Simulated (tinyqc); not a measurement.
Which clusters to keep: cluster expansion of a binary alloy: correlations, fit, cross-validation and ground states. Computed by tinyqc, a small Python program. Command: `OMP_NUM_THREADS=1 python tinyqc.py 3000337 3000338 out.jsonl clex walk`. One thread of a shared host (Intel(R) Xeon(R) Processor @ 2.30GHz), about 0.2 s of CPU time with the checks.

s = +1 for A and -1 for B. Energy per site E = J0 + J1 P(point) + sum over clusters of m V P, with P the mean product of spins; V > 0 on a pair favours unlike neighbours. Clusters per site m: pair 1 6, pair 2 3, pair 3 12, triplet 8; the triplet is the triangle of first neighbours. Formation energies are counted from the line between pure A and pure B, which removes J0 and J1.

Inputs (values chosen for the exercise, for a model alloy):
```
quantity,value,unit
first-pair interaction V1,12.8,meV
second-pair interaction V2,4.5,meV
third-pair interaction V3,1.4,meV
triplet interaction Vt,-2.7,meV
noise amplitude,0.98,meV/site
```

Lattice: fcc.

Method:
- Design matrix of formation energies: m (P - 1) for pairs and m (P(triplet) - P(point)) for the triplet; x = (1 - P(point))/2.
- Exact: X V with V = (V1, V2, V3, Vt). The data to fit add the noise amplitude times the normal numbers, standing for what the clusters leave out.
- For each set, H = X (X^T X)^-1 X^T over the structures between the ends; residual e = E - H E; leave-one-out error e_i/(1 - H_ii); both as root mean squares.

correlations P, counted on periodic cells:
```
,point,pair 1,pair 2,pair 3,triplet
A,1.00000,1.00000,1.00000,1.00000,1.00000
A3B L1_2,0.50000,0.00000,1.00000,0.00000,-0.50000
A3B D0_22,0.50000,0.00000,0.66667,0.33333,-0.50000
A3B (001) layers,0.50000,0.33333,0.66667,0.00000,0.50000
A2B (001) layers,0.33333,0.11111,0.55556,-0.33333,0.33333
AB L1_0,0.00000,-0.33333,1.00000,-0.33333,0.00000
AB L1_1,0.00000,0.00000,-1.00000,0.00000,0.00000
A2B2 (001) layers,0.00000,0.33333,0.33333,-0.33333,0.00000
AB2 (001) layers,-0.33333,0.11111,0.55556,-0.33333,-0.33333
AB3 L1_2,-0.50000,0.00000,1.00000,0.00000,0.50000
AB3 D0_22,-0.50000,0.00000,0.66667,0.33333,0.50000
AB3 (001) layers,-0.50000,0.33333,0.66667,0.00000,-0.50000
B,-1.00000,1.00000,1.00000,1.00000,-1.00000
```

standard normal numbers for the noise (0 for the pure ends): A 0.000, A3B L1_2 0.036, A3B D0_22 1.617, A3B (001) layers 0.879, A2B (001) layers -0.264, AB L1_0 -0.201, AB L1_1 -0.018, A2B2 (001) layers 0.620, AB2 (001) layers -1.233, AB3 L1_2 -0.372, AB3 D0_22 -0.088, AB3 (001) layers -0.045, B 0.000

X:
```
,pair 1,pair 2,pair 3,triplet
A,0.0000,0.0000,0.0000,0.0000
A3B L1_2,-6.0000,0.0000,-12.0000,-8.0000
A3B D0_22,-6.0000,-1.0000,-8.0000,-8.0000
A3B (001) layers,-4.0000,-1.0000,-12.0000,0.0000
A2B (001) layers,-5.3333,-1.3333,-16.0000,0.0000
AB L1_0,-8.0000,0.0000,-16.0000,0.0000
AB L1_1,-6.0000,-6.0000,-12.0000,0.0000
A2B2 (001) layers,-4.0000,-2.0000,-16.0000,0.0000
AB2 (001) layers,-5.3333,-1.3333,-16.0000,0.0000
AB3 L1_2,-6.0000,0.0000,-12.0000,8.0000
AB3 D0_22,-6.0000,-1.0000,-8.0000,8.0000
AB3 (001) layers,-4.0000,-1.0000,-12.0000,0.0000
B,0.0000,0.0000,0.0000,0.0000
```

data (meV/site): A 0.000, A3B L1_2 -71.965, A3B D0_22 -69.315, A3B (001) layers -71.639, A2B (001) layers -96.925, AB L1_0 -124.997, AB L1_1 -120.618, A2B2 (001) layers -81.992, AB2 (001) layers -97.875, AB3 L1_2 -115.565, AB3 D0_22 -114.186, AB3 (001) layers -72.544, B 0.000

Fits:
```
clusters,fit error (meV/site),leave-one-out error (meV/site),largest H_ii
V1,16.753,18.642,0.18344
V1 V2,14.459,18.327,0.82499
V1 V3,15.178,18.646,0.34839
V1 V2 Vt,5.584,10.528,0.82499
V1 Vt,10.138,12.555,0.35318
V1 V2 V3,13.351,17.192,0.89605
V1 V3 Vt,7.245,8.628,0.51586
V1 V2 V3 Vt,0.598,1.298,0.89605
```

leave-one-out error without pair 3 = 10.528 meV/site

leave-one-out error with all four = 1.2978 meV/site

What does the comparison show, and why?

The fit error can only fall as clusters are added, to 0.60 meV with all four. The leave-one-out error is least for V1 V2 V3 Vt (1.30 meV): dropping V2, V3 or Vt makes prediction worse at this noise.

Extremes, crossings and ranges named in words are read from the listed rows.
